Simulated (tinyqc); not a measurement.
# Worked calculation: surface potential of a MOS transistor: implicit equation and explicit approximations

Computed by the program tinyqc: `OMP_NUM_THREADS=1 python tinyqc.py 2122034 2122035 out.jsonl`, one thread of a shared Intel Xeon 2.30GHz, about 0.01 s for the whole run. Printed values are rounded.

p-type body, charge-sheet picture, depletion and inversion only, full ionisation (an idealisation for deep acceptors), Boltzmann statistics (rough once Na exp(x - xn) passes about Nc/7). In units of Vt: xg = (Vg - Vfb)/Vt, x = psi/Vt, G = gamma/sqrt(Vt), xn = (2 phiF + Vc)/Vt. The implicit equation is (xg - x)^2 = G^2 [x - 1 + exp(x - xn)] for x above about 3. Cox = eps0 eox/tox.

Values chosen for this exercise; band and dielectric values close to those of germanium:
```
symbol    value   unit                                                                 meaning
T           350      K                                                             temperature
Eg        0.657     eV                                                                band gap
eps_r      15.9                                                          relative permittivity
Nc      1.29e19  cm^-3                                  conduction-band density of states at T
Nv      7.62e18  cm^-3                                     valence-band density of states at T
eox         3.9         relative permittivity of the gate insulator (close to silicon dioxide)
tox         2.6     nm                                                     insulator thickness
Na       6.2e16  cm^-3                                                        acceptor density
Vfb       -0.59      V                                                       flat-band voltage
Vc            0      V                                                    channel-body voltage
Vg        -0.13      V                                                       gate-body voltage
```

Constants: q = 1.602176634e-19 C, kB = 1.380649e-23 J/K, Vt = kB T/q, eps0 = 8.8541878128e-14 F/cm where lengths are in cm. Results are converted to the units shown.

## Scales

ni = sqrt(Nc Nv) exp(-Eg/(2 Vt)), Eg in volts; phiF = Vt ln(Na/ni); gamma = sqrt(2 q eps0 eps_r Na)/Cox; VT = Vfb + Vt (xn + G sqrt(xn - 1)).

phiF = 0.175446 V
gamma = 0.125921 V^0.5
G = 0.725068
xn = 11.6341
VT = -0.167795 V
xg = 15.2517

## Explicit approximation

Depletion value a = 1 + [sqrt(G^2/4 + xg - 1) - G/2]^2; inversion value b = xn + ln[(xg - xn)^2/G^2 - xn + 1] and first guess y = min(a, b) - ln(1 + exp(-|a - b|)) if a > xn + 1, else b = y = a; one second-order correction with D = exp(y - xn), p = 2 (xg - y) + G^2 (1 + D), w = (xg - y)^2 - G^2 (y - 1 + D): z = y + 2 w/(p + sqrt(p^2 - 2 (2 - G^2 D) w)), or the Newton step z = y + w/p where the root is not real.

a = 12.7647
b = 14.2915
y = 12.5681
p = 7.23062
w = -0.218033
z = 12.5380

The root of the implicit equation is x = 12.5380; y misses it by 0.030 and z by -8.3e-7, in units of Vt.

## Starting value

x = a rounded to two decimals.

x at the start = 12.76

## Iteration 1: new x

D = exp(x - xn), f = (xg - x)^2 - G^2 (x - 1 + D), f' = -2 (xg - x) - G^2 (1 + D), x(new) = x - f/f'.

D = 3.08301
f = -1.59498
f' = -7.12984
x after iteration 1 = 12.5363

## Iteration 2: new x

As before.

D = 2.46502
f = 0.0123504
f' = -7.25236
x after iteration 2 = 12.5380

## Iteration 3: new x

As before.

D = 2.46923
f = 1.01987e-6
f' = -7.25116
x after iteration 3 = 12.5380

## Course of the iteration

Stop when the step is below 1e-11, or after 60 iterations.

Course of the iteration:

| iteration | x before the step | step |
|---|---|---|
| 1 | 12.76 | -0.224 |
| 2 | 12.5363 | 1.70e-3 |
| 3 | 12.5380 | 1.41e-7 |
| 4 | 12.5380 | 0 |

Converged in 4 iterations.

## Potential, charges and gate control

converged x = 12.5380

psi = Vt x; N_dep = Cox Vt G sqrt(x - 1)/q; N_inv = (Cox Vt G/q) [sqrt(x - 1 + exp(x - xn)) - sqrt(x - 1)]; dpsi/dVg = 1/[1 + G^2 (1 + exp(x - xn))/(2 (xg - x))].

psi = 0.378154 V
N_dep = 6.15764e11 cm^-2
N_inv = 6.2697e10 cm^-2
dpsi/dVg = 0.748474

psi lies 0.90 Vt above 2 phiF + Vc.
